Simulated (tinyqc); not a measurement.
# MOSFET in the linear regime without short-channel effects, parameter extraction from computed curves: what changes with what

Inversion charge Q = Cox n Vt W0(exp((Vg - VT)/(n Vt))), W0 the Lambert function and n = nf; u = Q/Cox; mobility mu = mu0/(1 + th1 u + th2 u^2); channel resistance Rch = (L - dL)/(W mu Q); Id = Vd/(Rch + Rsd/W). Cox = eps0 eox/tox. Small Vd, no channel-length or drain effects.

Values chosen for this exercise; channel values of the order met in silicon transistors: temperature T = 300 K; relative permittivity of the gate insulator (close to silicon nitride) eox = 7.65; insulator thickness tox = 3.5 nm; low-field mobility mu0 = 210 cm^2/(V s); first mobility attenuation factor th1 = 0.66 1/V; second mobility attenuation factor th2 = 0 1/V^2; threshold voltage VT = 0.25 V; body factor nf = 1.08; gate width W = 0.5 um; drawn gate length L = 0.18 um; drawn less effective length dL = 0.011 um; source plus drain resistance Rsd = 120 ohm um; drain voltage Vd = 0.01 V.

Constants: q = 1.602176634e-19 C, kB = 1.380649e-23 J/K, Vt = kB T/q, eps0 = 8.8541878128e-14 F/cm where lengths are in cm. Results are converted to the units shown.

Each table varies one quantity; the others keep the values above.

## Extraction methods against the body factor

From the continuous curve Id(Vg): tangent at peak gm (V_ext = Vg - Id/gm); constant current Id = 0.1 uA W/L; peak of d2Id/dVg2; Y = Id/sqrt(gm) drawn through Vg = VT + 0.6 and VT + 0.8 V, with intercept VT_Y and slope s. Mobilities gm,max L/(W Cox Vd) and s^2 L/(W Cox Vd) with the drawn L. Last column: share of Rsd/W in the total resistance at VT + 0.8 V.

Extraction methods against the body factor:

| nf | V_ext (V) | constant current (V) | second derivative (V) | VT_Y (V) | mobility from gm (cm^2/(V s)) | mobility from Y (cm^2/(V s)) | series share (%) |
|---|---|---|---|---|---|---|---|
| 1 | 0.247 | 0.271 | 0.241 | 0.293 | 148 | 206 | 12.3 |
| 1.1 | 0.246 | 0.268 | 0.240 | 0.294 | 146 | 204 | 12.2 |
| 1.2 | 0.244 | 0.265 | 0.238 | 0.295 | 143 | 202 | 12.2 |
| 1.3 | 0.242 | 0.262 | 0.237 | 0.295 | 141 | 201 | 12.1 |
| 1.4 | 0.240 | 0.258 | 0.236 | 0.296 | 139 | 199 | 12.1 |
| 1.5 | 0.237 | 0.254 | 0.234 | 0.296 | 137 | 197 | 12.0 |
| 1.6 | 0.235 | 0.250 | 0.233 | 0.296 | 135 | 195 | 12.0 |
| 1.7 | 0.233 | 0.246 | 0.232 | 0.296 | 133 | 194 | 11.9 |

What does the comparison show?

The model has VT = 0.25 V and mu0 = 210 cm^2/(V s). Over the table the extracted thresholds move by 15 mV (tangent), 25 mV (constant current), 9.5 mV (second derivative), 3.9 mV (Y function). The mobility from gm falls from 148 to 133 and that from Y falls from 206 to 194 cm^2/(V s).

## Extraction methods against the source plus drain resistance

Same model as above.

Result of one run:

| Rsd (ohm um) | V_ext (V) | constant current (V) | second derivative (V) | VT_Y (V) | mobility from gm (cm^2/(V s)) | mobility from Y (cm^2/(V s)) | series share (%) |
|---|---|---|---|---|---|---|---|
| 0 | 0.252 | 0.269 | 0.241 | 0.294 | 156 | 205 | 0 |

What becomes of these results when the source plus drain resistance Rsd is changed from 0 to 200 ohm um, all else the same?

Result of the changed run:

| Rsd (ohm um) | V_ext (V) | constant current (V) | second derivative (V) | VT_Y (V) | mobility from gm (cm^2/(V s)) | mobility from Y (cm^2/(V s)) | series share (%) |
|---|---|---|---|---|---|---|---|
| 200 | 0.243 | 0.269 | 0.239 | 0.294 | 141 | 205 | 18.9 |

The whole series:

| Rsd (ohm um) | V_ext (V) | constant current (V) | second derivative (V) | VT_Y (V) | mobility from gm (cm^2/(V s)) | mobility from Y (cm^2/(V s)) | series share (%) |
|---|---|---|---|---|---|---|---|
| 0 | 0.252 | 0.269 | 0.241 | 0.294 | 156 | 205 | 0 |
| 50 | 0.249 | 0.269 | 0.241 | 0.294 | 152 | 205 | 5.49 |
| 100 | 0.247 | 0.269 | 0.240 | 0.294 | 148 | 205 | 10.4 |
| 200 | 0.243 | 0.269 | 0.239 | 0.294 | 141 | 205 | 18.9 |
| 400 | 0.238 | 0.270 | 0.237 | 0.294 | 130 | 205 | 31.7 |
| 800 | 0.230 | 0.271 | 0.234 | 0.294 | 115 | 205 | 48.2 |
| 1500 | 0.222 | 0.273 | 0.230 | 0.294 | 97.5 | 205 | 63.5 |

The model has VT = 0.25 V and mu0 = 210 cm^2/(V s). Over the table the extracted thresholds move by 30 mV (tangent), 4.6 mV (constant current), 11 mV (second derivative), under 0.5 mV (Y function). The mobility from gm falls from 156 to 97.5 and that from Y stays near 205 cm^2/(V s). Y cancels the series resistance, which multiplies Id and sqrt(gm) by the same factor.

Computed by the program tinyqc: `OMP_NUM_THREADS=1 python tinyqc.py 2210169 2210170 out.jsonl`, one thread of a shared Intel Xeon 2.30GHz, about 0.01 s for the whole run.
